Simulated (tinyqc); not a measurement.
# Worked calculation: on-chip interconnect, size-dependent resistivity and RC delay

Program tinyqc, `OMP_NUM_THREADS=1 python tinyqc.py 2100159 2100160 out.jsonl`; Intel Xeon 2.30GHz, shared host, one thread, about 0.01 s. Printed values are rounded.

A rectangular line between two neighbours and two ground planes. Surface and grain-boundary scattering are added to the bulk resistivity as corrections; capacitances are parallel-plate values without fringing; inductance is ignored.

Inputs (values chosen for the exercise); metal values close to those of tungsten:
```
symbol,value,unit,meaning
rho0,5.22,uohm cm,bulk resistivity
lam,15.2,nm,bulk mean free path
ps,0.4,,specular share of surface scattering
Rg,0.38,,reflection coefficient of grain boundaries
gr,1.5,,grain size over the metal width
wd,19,nm,drawn line width
AR,2.3,,"aspect ratio, height over width"
tl,0.9,nm,"liner on both walls and the bottom, not conducting"
sp,23,nm,space to the neighbouring lines
hd,33,nm,dielectric height to the planes above and below
ek,2.2,,relative permittivity of the dielectric
Mf,0,,Miller factor of the neighbours
Lw,210,um,line length
Rd,310,ohm,driver resistance
Cl,1.5,fF,load capacitance
dt,28,ps,time step
```

Constants: eps0 = 8.8541878128e-12 F/m. Results are converted to the units shown.

## Resistivity, resistance and capacitance per length

Metal width x = wd - 2 tl, height y = AR wd - tl; grain boundaries (Mayadas-Shatzkes): al = (lam/(gr x)) Rg/(1 - Rg), g = 1/[1 - 3 al/2 + 3 al^2 - 3 al^3 ln(1 + 1/al)] - 1; surfaces (Fuchs-Sondheimer, thick limit): s = (3/8) lam (1 - ps)(1/x + 1/y); rho = rho0 (1 + g + s); r = rho/(x y); c = eps0 ek (2 wd/hd + 2 Mf AR wd/sp).

x = 17.2 nm
y = 42.8 nm
al = 0.3610903
g = 0.5103340
s = 0.2787438
rho = 9.338986 uohm cm
r = 126.8608 ohm/um
c = 0.02243061 fF/um

rho is 1.79 times the bulk value; grain boundaries add more (0.510 against 0.279). The liner takes 11.3 % of the cross-section.

## Ladder and Elmore delays

5 equal pi sections: series Rs = r Lw/5; node capacitances c Lw/5, halved at nodes 0 and 5, with Cl added to node 5; Rd feeds node 0. Elmore delay of node k: the sum, over the resistors on the path to k, of resistance times all capacitance downstream of it.

Rs = 5328.154 ohm

```
node     C (fF)  Elmore delay (ps)
0     0.4710428           1.925233
1     0.9420856           32.50556
2     0.9420856           58.06631
3     0.9420856           78.60749
4     0.9420856           94.12909
5      1.971043           104.6311
```

The far-end value equals Rd (c Lw + Cl) + r Lw (c Lw/2 + Cl) for any number of pi sections; the line resistance contributes 98.2 % of it.

## Step 1: node voltages after a time step

v at t = 0, node 0 to 5 (V): 0  0  0  0  0  0

A 1 V step is applied behind Rd at t = 0. C dv/dt = -G v + b, with G the conductance matrix of the ladder (1/Rs between neighbours, 1/Rd added at node 0) and b = (1 V/Rd, 0, ...). Trapezoidal step: (C/dt + G/2) v(new) = (C/dt - G/2) v + b.

v at t = 1 dt, node 0 to 5 (V): 1.929837  1.069867  0.593489  0.329900  0.184595  0.105474

Node 0 overshoots the 1 V source: the trapezoidal rule rings on modes much faster than dt.

## Step 2: node voltages after a time step

As before.

v at t = 2 dt, node 0 to 5 (V): 0.0735366  0.6587102  0.7128756  0.5970561  0.4587401  0.3525318

## Course in time

A 1 V step is applied behind Rd at t = 0. C dv/dt = -G v + b, with G the conductance matrix of the ladder (1/Rs between neighbours, 1/Rd added at node 0) and b = (1 V/Rd, 0, ...). Trapezoidal step: (C/dt + G/2) v(new) = (C/dt - G/2) v + b. The last column solves the same ladder exactly by its modes.

Voltages (V):
```
t (ps)  node 0  node 2  node 5  node 5, exact
28.00    1.930  0.5935  0.1055         0.1340
56.00    0.074  0.7129  0.3525         0.3595
84.00    1.889  0.7217  0.5453         0.5325
112.0    0.119  0.8710  0.6574         0.6591
140.0    1.854  0.8409  0.7573         0.7514
168.0    0.158  0.9395  0.8206         0.8187
196.0    1.821  0.9103  0.8704         0.8678
224.0    0.192  0.9721  0.9059         0.9036
252.0    1.789  0.9495  0.9310         0.9297
280.0    0.225  0.9875  0.9505         0.9488
308.0    1.759  0.9716  0.9633         0.9626
336.0    0.255  0.9947  0.9739         0.9728
```

The far end of the ladder reaches 0.5 V at 78.03 ps, 0.746 of its Elmore delay (ln 2 = 0.693 for a single pole); the slowest mode has a time constant of 88.66 ps. The largest error of the trapezoidal steps at that node is 28 mV. Node 0 swings up and down from step to step: the trapezoidal rule does not damp modes much faster than dt, so these swings are numerical.
